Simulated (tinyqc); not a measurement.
Surface segregation during layer-by-layer epitaxy: two-layer exchange kinetics and the shape of quantum wells and delta layers: one step, computed by the program tinyqc.

Atoms A and B exchange only between the growing layer and the one below it. B is supplied for N layers, then pure A follows.

Question. The second layer. Each layer is deposited complete with B share x_dep and then exchanges for the time tau = 1/G with the layer below, whose share is b (total c = s + b fixed): ds/dt = p1 b (1 - s) - p2 s (1 - b), s(0) = x_dep. With the roots s1 < s2 of the right side, (s - s1)/(s - s2) = [(s(0) - s1)/(s(0) - s2)] exp(-(p1 - p2)(s2 - s1) tau). The lower layer is then buried with c - s, and s becomes the b of the next layer. Layer 1 is deposited on pure A with share x0; with nothing to lift from below, take b = 0 and s(0) = x0 for it. Then layer 2 has x_dep = x0.

Inputs (values chosen for the exercise, close to those used for germanium in silicon):
```
quantity                                   value      unit
growth rate G                               0.79  layers/s
share x0 of B in the flux during the well   0.39         -
layers in the well N                           2         -
temperature T                                390         C
```

p1 = 0.1707694 1/s

p2 = 0.002150161 1/s

Give: share in layer 1 after its exchange; root s1 for layer 2; root s2 for layer 2; share in layer 2 after its exchange; share buried in layer 1.

Answer.

share in layer 1 after its exchange = 0.3890

root s1 for layer 2 = 0.7438

root s2 for layer 2 = 1.061

share in layer 2 after its exchange = 0.4356

share buried in layer 1 = 0.3434
